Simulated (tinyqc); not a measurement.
Inside a calculation. Method: UKS/BP86 in the 6-31g basis, for H2-, spin multiplicity 2. The basis has no diffuse functions, so it cannot describe the extra electron: this is an exercise in the method, not the real anion. One step of it, computed by the program tinyqc.

Task: Iteration 1: building the Kohn-Sham matrix. J_ij = sum D_kl (ij|kl) with D = D(alpha) + D(beta); F = H + J + V_xc; E = tr D H + tr D J / 2 + E_xc + E_nn.

D(alpha) at the start:
```
           1H 1s      1H 2s      2H 1s      2H 2s
1H 1s   1.157934  -1.661001  -0.709659   1.175347
1H 2s  -1.661001   3.169603   0.278209  -2.030260
2H 1s  -0.709659   0.278209   1.130309  -0.396705
2H 2s   1.175347  -2.030260  -0.396705   1.343636
```

D(beta) at the start:
```
           1H 1s      1H 2s      2H 1s      2H 2s
1H 1s   1.101881  -1.785479  -0.482713   1.208082
1H 2s  -1.785479   2.893177   0.782185  -1.957567
2H 1s  -0.482713   0.782185   0.211467  -0.529238
2H 2s   1.208082  -1.957567  -0.529238   1.324519
```

core Hamiltonian H = T + V (hartree):
```
           1H 1s      1H 2s      2H 1s      2H 2s
1H 1s  -0.748982  -0.803438  -0.392580  -0.538736
1H 2s  -0.803438  -0.840357  -0.538736  -0.690905
2H 1s  -0.392580  -0.538736  -0.748982  -0.803438
2H 2s  -0.538736  -0.690905  -0.803438  -0.840357
```

Two-electron integrals (ij|kl) in chemists' order, unique and non-zero (hartree):
```
(11|11) 1.076566   (21|11) 0.578470   (21|21) 0.329423   (22|11) 0.587396
(22|21) 0.361304   (22|22) 0.453150   (31|11) 0.163160   (31|21) 0.095794
(31|22) 0.109659   (31|31) 0.039809   (32|11) 0.212188   (32|21) 0.133055
(32|22) 0.171574   (32|31) 0.060859   (32|32) 0.110048   (33|11) 0.486113
(33|21) 0.313463   (33|22) 0.425430   (33|31) 0.163160   (33|32) 0.325683
(33|33) 1.076566   (41|11) 0.325683   (41|21) 0.186803   (41|22) 0.207225
(41|31) 0.060859   (41|32) 0.087126   (41|33) 0.212188   (41|41) 0.110048
(42|11) 0.384545   (42|21) 0.239149   (42|22) 0.307501   (42|31) 0.085543
(42|32) 0.145220   (42|33) 0.384545   (42|41) 0.145220   (42|42) 0.232624
(43|11) 0.313463   (43|21) 0.200651   (43|22) 0.271131   (43|31) 0.095794
(43|32) 0.186803   (43|33) 0.578470   (43|41) 0.133055   (43|42) 0.239149
(43|43) 0.329423   (44|11) 0.425430   (44|21) 0.271131   (44|22) 0.369753
(44|31) 0.109659   (44|32) 0.207225   (44|33) 0.587396   (44|41) 0.171574
(44|42) 0.307501   (44|43) 0.361304   (44|44) 0.453150
```

nuclear repulsion = 0.49180038 hartree

V_xc(alpha) (hartree):
```
           1H 1s      1H 2s      2H 1s      2H 2s
1H 1s  -0.549513  -0.265043  -0.084562  -0.145232
1H 2s  -0.265043  -0.287261  -0.159948  -0.190553
2H 1s  -0.084562  -0.159948  -0.635296  -0.296147
2H 2s  -0.145232  -0.190553  -0.296147  -0.262622
```

V_xc(beta) (hartree):
```
           1H 1s      1H 2s      2H 1s      2H 2s
1H 1s  -0.499726  -0.231829  -0.065904  -0.125515
1H 2s  -0.231829  -0.251959  -0.105627  -0.155760
2H 1s  -0.065904  -0.105627  -0.392266  -0.185872
2H 2s  -0.125515  -0.155760  -0.185872  -0.204645
```

E_xc = sum of w rho eps_xc = -1.13909267 hartree

Give: Coulomb J; F(alpha); F(beta); total energy of this density.

Result:

Coulomb J (hartree):
```
       1H 1s  1H 2s  2H 1s  2H 2s
1H 1s  1.760  1.036  0.349  0.607
1H 2s  1.036  1.277  0.592  0.919
2H 1s  0.349  0.592  1.704  0.994
2H 2s  0.607  0.919  0.994  1.206
```

F(alpha) (hartree):
```
        1H 1s   1H 2s   2H 1s   2H 2s
1H 1s   0.461  -0.032  -0.128  -0.077
1H 2s  -0.032   0.150  -0.107   0.038
2H 1s  -0.128  -0.107   0.319  -0.106
2H 2s  -0.077   0.038  -0.106   0.103
```

F(beta) (hartree):
```
        1H 1s   1H 2s   2H 1s   2H 2s
1H 1s   0.511   0.001  -0.109  -0.057
1H 2s   0.001   0.185  -0.052   0.073
2H 1s  -0.109  -0.052   0.562   0.005
2H 2s  -0.057   0.073   0.005   0.161
```

total energy of this density = 1.19139 hartree
